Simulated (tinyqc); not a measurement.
Energy and delay of logic against supply voltage: energy and delay against supply voltage.

One expression serves below and above threshold: I(Vg) = Ik [ln(1 + exp((Vg - VT + dd V)/(al nf Vt)))]^al, with I_on = I(V) and I_off = I(0). Gate delay td = kd C V/I_on, clock period LD td. Per gate and cycle the switching energy is act C V^2 and the leakage energy I_off V LD td. No short-circuit current, no variation. Minima are sought above 0.09 V; below a few Vt gates no longer switch and the model has no meaning.

EDP = energy times td.

Inputs (values chosen for the exercise); values of the order met in logic technologies: temperature T = 300 K; threshold voltage at zero drain bias VT = 0.37 V; slope factor nf = 1.4; barrier lowering per volt of supply dd = 0.03; specific current of a gate Ik = 0.43 uA; exponent of the current law al = 1.27; load capacitance of a gate C = 2.1 fF; delay factor kd = 1.1; logic depth LD = 60; activity factor act = 0.2.

Constants: q = 1.602176634e-19 C, kB = 1.380649e-23 J/K, Vt = kB T/q. Results are converted to the units shown.

Energy and delay against supply voltage:
```
V (V)	I_on (uA)	I_off (nA)	td (ps)	switching (aJ)	leakage (aJ)	energy (aJ)	EDP (fJ ps)
0.15	0.001109	0.01768	3.124e5	9.450	49.71	59.16	1.848e4
0.27	0.03128	0.01953	1.994e4	30.62	6.308	36.93	736.2
0.38	0.4044	0.02140	2171	60.65	1.059	61.71	133.9
0.5	1.881	0.02363	614.0	105.0	0.4354	105.4	64.74
0.62	4.050	0.02610	353.7	161.4	0.3434	161.8	57.22
0.73	6.328	0.02860	266.5	223.8	0.3338	224.2	59.73
0.85	9.035	0.03159	217.3	303.4	0.3501	303.8	66.02
0.97	11.93	0.03489	187.9	395.2	0.3814	395.6	74.31
1.08	14.72	0.03822	169.5	489.9	0.4197	490.3	83.10
1.2	17.90	0.04221	154.9	604.8	0.4707	605.3	93.74
```

Read the table: what changes, and by how much?

td falls from 3.12e5 to 155 ps; the energy goes from 59.2 through a minimum of 36.9 (at V = 0.27 V among the rows listed) to 605 aJ and the EDP goes from 18500 through a minimum of 57.2 (at V = 0.62 V among the rows listed) to 93.7 fJ ps. The exact minima lie at V = 0.240 V for the energy and 0.622 V for the EDP. Going from 1.2 V to the energy minimum saves a factor of 17.2 in energy and costs a factor of 258 in delay. Below the minimum the leakage energy rises faster than the switching energy falls, because the clock period grows so steeply.

Computed by the program tinyqc: `OMP_NUM_THREADS=1 python tinyqc.py 2082077 2082078 out.jsonl`, one thread of a shared Intel Xeon 2.30GHz, about 0.01 s for the whole run.
